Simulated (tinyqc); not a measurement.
FinFET, parasitic resistance, capacitance and delay: two steps of the calculation.

Nf fins under one contact; each has gated perimeter p = 2 Hf + Wf and cross-section A = Hf Wf; contact width Wc = Nf pf, stack height Hs = Hf. Contact length Lc = CPP - Lg - 2 Lsp, shared by two neighbouring gates. Source and drain sides are equal. The formulas are first-order estimates, not field solutions.

Inputs (values chosen for the exercise); values close to those of silicon logic devices: number of fins Nf = 3; fin height Hf = 60 nm; fin width Wf = 5 nm; fin pitch pf = 42 nm; contacted gate pitch CPP = 60 nm; gate length Lg = 18 nm; spacer length Lsp = 7 nm; relative permittivity of the spacer ks = 4.5; gate height above the channel stack Hc = 15 nm; contact resistivity rc = 7.4e-10 ohm cm^2; resistivity of the source-drain epitaxy re = 0.0006 ohm cm; current-carrying depth of the epitaxy te = 15 nm; resistivity of the extension rx = 0.0011 ohm cm; gate overlap Lov = 1 nm; inversion capacitance Cinv = 2.5 uF/cm^2; wire load Cw = 0.09 fF.

Constants: eps0 = 8.8541878128e-12 F/m. Results are converted to the units shown.

Problem 1. Geometry and resistances. Epitaxy sheet resistance Rsh = re/te, transfer length LT = sqrt(rc/Rsh), contact Rc = [sqrt(rc Rsh)/Wc] coth(Lc/(2 LT)); extension of one fin Rx = rx Lsp/A. Effective width N p; for equal currents one side has Rc + Rx/N.

Wanted: Lc; effective width; Rsh; LT; Rc; Rx; one side times effective width.

Solution 1.

Lc = 28.000 nm
effective width = 375.00 nm
Rsh = 400.00 ohm
LT = 13.601 nm
Rc = 55.814 ohm
Rx = 256.67 ohm
one side times effective width = 53.014 ohm um

Problem 2. Capacitances. With N fins: gate Cg = Cinv p N Lg; per side, plate Cp = ks eps0 [Wc (Hs + Hc) - N A]/Lsp, top fringe Cf = (2/pi) ks eps0 Wc ln(1 + Lg/(2 Lsp)), overlap Co = Cinv p N Lov. Cs = Cp + Cf + Co. An inverter of two such devices driving an equal one has the load CL = 2 (Cg + 2 Cs) + 4 Cs + Cw (its own drains counted twice for the Miller effect).

Give: Cg; Cp; Cf; Co; CL.

Solution 2.

Cg = 168.8 aF
Cp = 48.67 aF
Cf = 2.642 aF
Co = 9.375 aF
CL = 913.0 aF

The channel capacitance gives 37.0 % of CL, the parasitic parts 53.2 % and the wire 9.86 %.

Computed by the program tinyqc: `OMP_NUM_THREADS=1 python tinyqc.py 2170109 2170110 out.jsonl`, one thread of a shared Intel Xeon 2.30GHz, about 0.04 s for the whole run.
